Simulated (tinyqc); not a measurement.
Worked calculation: two-dimensional electron gas with Rashba and Dresselhaus coupling. Values are carried at full precision from step to step, so a last printed digit may differ when a step is redone from the rounded ones.

H = c k^2/m + al (ky sx - kx sy) + b1 (kx sx - ky sy) + gam kx ky (kx sy - ky sx), s the Pauli matrices, x = [100], c = hbar^2/2m0, b1 = gam (pi/L)^2 (hard walls). H = c k^2/m + B.s, so E = c k^2/m -/+ |B| and the lower state has its spin along -B.

Constants: hbar^2/2m0 = 3.80998211 eV angstrom^2; hbar = 6.58211957e-16 eV s.

Parameters, chosen for this exercise (of the size met in GaN; shifted at random, so the results belong to these values and not to a real crystal): m = 0.2271 m0 (mass); al = 0.0048 eV angstrom (Rashba constant); gam = 0 eV angstrom^3 (bulk Dresselhaus constant); L = 118 angstrom (width of the (001) well); n = 9.1 1e11/cm^2 (sheet density (one subband filled)); phi = 75 degrees (angle of k from [100]).

## Scales

b1; mean Fermi wave vector k0 = sqrt(2 pi n) (1e11/cm^2 = 1e-5/angstrom^2); E0 = c k0^2/m; b3 = gam k0^2/4; kR = al m/(2c) and ER = al kR/2, the shift and depth of a pure Rashba band.

b1 = 0 eV angstrom
k0 = 0.02391 1/angstrom
E0 = 9.592 meV
b3 = 0 eV angstrom
kR = 0.0001431 1/angstrom
ER = 0.0003433 meV

There is no Dresselhaus term; kR is 0.6 % of k0.

## Spin-orbit field at one point of the Fermi circle

k = k0 (cos phi, sin phi). Form B, the splitting 2|B| and the direction of the lower spin, atan2(-By, -Bx).

Bx, By (meV): [0.1109, -0.0297]

splitting = 0.2296 meV
direction of the lower spin = 165.0 degrees

## The matrix

H = [[E0, Bx - i By], [Bx + i By, E0]] in meV; diagonalise. Precession period h/(2|B|) = 2 pi hbar/(splitting).

H (meV), rows up, down and columns alike:
$$\begin{pmatrix}
9.5924 & 0.1109+0.0297i \\
0.1109-0.0297i & 9.5924
\end{pmatrix}$$

levels (meV): [9.4776, 9.7072]

period = 18.0 ps

## The two wave vectors at the energy E0 along this direction

Solve c k^2/m -/+ |B(k)| = E0. The spin turns by (k_outer - k_inner) per length, so a half turn takes pi/(difference).

k (1/angstrom): outer 0.024055, inner 0.023769

difference = 0.0002861 1/angstrom
length of a half turn = 1098 nm

For linear terms alone the difference is (m/c)|B|/k, whatever the energy: every electron along this direction turns alike, the basis of the spin transistor.

## Checks

- Difference of the Fermi wave vectors without Dresselhaus terms against al m/c: both 0.00028611.

(tinyqc, `OMP_NUM_THREADS=1 python tinyqc.py 1452696 1452697 out.jsonl`, Intel(R) Xeon(R) Processor @ 2.30GHz, 1 thread, shared host, about 0.01 s.)
